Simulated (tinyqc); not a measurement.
What each parameter does: WKB tunnelling through a gate dielectric with a two-band (Franz) dispersion.

At depth x the conduction edge lies u(x) = phi - V x/t above the electron. Parabolic: kappa = sqrt(m u/c). Franz: kappa = sqrt(m u (1 - u/Eg)/c), which vanishes at both band edges. c = hbar^2/2m0. T = exp(-2 integral of kappa dx) over the region u > 0; no image force, no prefactor, zero transverse momentum. The region ends at x_e = min(t, phi t/V); x_e < t is the Fowler-Nordheim regime.

Constants: hbar^2/2m0 = 3.80998211 eV angstrom^2.

Inputs chosen for the exercise (of the size used for HfO2 on silicon; shifted at random, so the results belong to these values and not to a real crystal): Eg = 5.87 eV (gap of the dielectric); phi = 1.57 eV (barrier above the electron energy at the emitter); m = 0.21 m0 (mass at the conduction edge); t = 60 angstrom (thickness); V = 0.5 V (voltage across the layer).

Exponents 2 I in closed form.

One parameter was then changed.

Results before and after:

| case | 2 I parabolic | 2 I Franz | log10 T Franz |
|---|---|---|---|
| base | 32.319 | 28.426 | -12.345 |
| changed | 31.999 | 28.215 | -12.254 |

Which of these changes was made? (a) phi = 1.413 eV; (b) Eg = 5.283 eV; (c) t = 54 angstrom; (d) V = 0.55 V; (e) m = 0.189 m0.

Answer: (d) V = 0.55 V. Of the candidates, run in turn, only this one gives the changed row.

All candidates:

| case | 2 I parabolic | 2 I Franz | log10 T Franz |
|---|---|---|---|
| base | 32.319 | 28.426 | -12.345 |
| Eg = 5.283 eV | 32.319 | 27.959 | -12.143 |
| phi = 1.413 eV | 30.323 | 27.124 | -11.780 |
| m = 0.189 m0 | 30.661 | 26.967 | -11.712 |
| t = 54 angstrom | 29.087 | 25.583 | -11.111 |
| V = 0.55 V | 31.999 | 28.215 | -12.254 |

The exponent is linear in t and goes as sqrt(m); Eg enters the two-band form alone.

Program tinyqc; command `OMP_NUM_THREADS=1 python tinyqc.py 1452051 1452052 out.jsonl`; about 0.01 s on one thread of a shared Intel(R) Xeon(R) Processor @ 2.30GHz.
